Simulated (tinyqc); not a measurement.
Balance functions: hot carriers by balance equations with a heated Maxwellian. Computed by tinyqc, a small Python program. Command: `OMP_NUM_THREADS=1 python tinyqc.py 3027135 3027136 out.jsonl hot walk`. One thread of a shared host (Intel(R) Xeon(R) Processor @ 2.30GHz), about 0.02 s of CPU time with the checks.

The carriers follow a Maxwellian at an electron temperature T_e, slightly displaced; the drift energy is neglected against k_B T_e. The balance averages the rate, not the time, so mu_0 lies below the relaxation-time value.

Inputs (values chosen for the exercise, modelled on electrons in diamond):
```
quantity,value,unit
effective mass m,0.496,m_0
density rho,3515,kg/m^3
sound velocity v_l,18700,m/s
acoustic deformation potential D_A,8,eV
phonon energy hbar w,142,meV
optical or intervalley deformation potential D_o,8.4,1e8 eV/cm
final valleys Z_f,5,-
lattice temperature T,150,K
```

Band: parabolic. Solver: damped fixed point.

Constants: k_B = 8.617333262e-05 eV/K; k_B = 1.380649e-23 J/K; e = 1.602176634e-19 C; hbar = 1.054571817e-34 J s; m_0 = 9.1093837015e-31 kg; hbar = 6.582119569e-16 eV s.

Method:
- Parabolic band: E = hbar^2 k^2/(2 m), speed v = hbar k/m, states per spin, volume and energy g(E) = m k/(2 pi^2 hbar^2). Masses are multiplied by m_0 and all formulas are in SI units.
- Phonon occupation N_q = 1/(exp(hbar w/(k_B T)) - 1).
- Acoustic deformation potential (elastic, equipartition, absorption and emission together): 1/tau = 2 pi k_B T D_A^2 g(E)/(hbar rho v_l^2).
- Optical or intervalley deformation potential: 1/tau = (pi Z_f D_o^2/(rho w)) [N_q g(E + hbar w) + (N_q + 1) g(E - hbar w)], with g = 0 below the band edge.
- Averages over the Maxwellian, <y> = int y x^(1/2) exp(-x) dx / int x^(1/2) exp(-x) dx with x = E/(k_B T_e), split at x_0 = hbar w/(k_B T_e): 64 Gauss-Legendre points in sqrt(x) below it and 128 in sqrt(x - x_0) above it, up to x = 32. Momentum balance: mu(T_e) = e/(m nu), nu = <x (sum of rates)>/<x>. Power lost per carrier: P(T_e) = hbar w <emission rate - absorption rate> + <(2 m v_l^2/(k_B T)) (E - 2 k_B T) acoustic rate>.
- The field that sustains T_e follows from e mu F^2 = P.

Against the electron temperature:
```
T_e (K),mu (cm^2/(V s)),P optical (1e9 eV/s),P acoustic (1e9 eV/s),F (kV/cm),drift velocity (1e7 cm/s)
165,15838,4.6395e-02,6.5002e-02,8.3867e-02,0.1328
195,13889,3.1793e-01,2.1199e-01,1.9533e-01,0.2713
240,10645,1.6839e+00,4.7037e-01,4.4986e-01,0.4789
300,6737,6.8722e+00,8.7648e-01,1.0724e+00,0.7225
450,2385,4.5153e+01,2.1469e+00,4.4537e+00,1.0620
750,816,2.1234e+02,5.5434e+00,1.6336e+01,1.3337
1200,421,5.3565e+02,1.2271e+01,3.6089e+01,1.5183
1800,279,9.4298e+02,2.3616e+01,5.8837e+01,1.6428
```

What follows from these numbers?

Optical phonons take 42 % of the power in the first row and 98 % in the last. The velocity grows as F^0.84 at first and as F^0.16 at the end, so it levels off; if optical phonons alone set both balances the limit at high T_e would be sqrt(3 hbar w tanh(hbar w/2 k_B T)/(4 m)) = 1.94 in the same unit. Rows above 1400 K (k_B T_e > 0.12 eV) stretch the parabolic band.
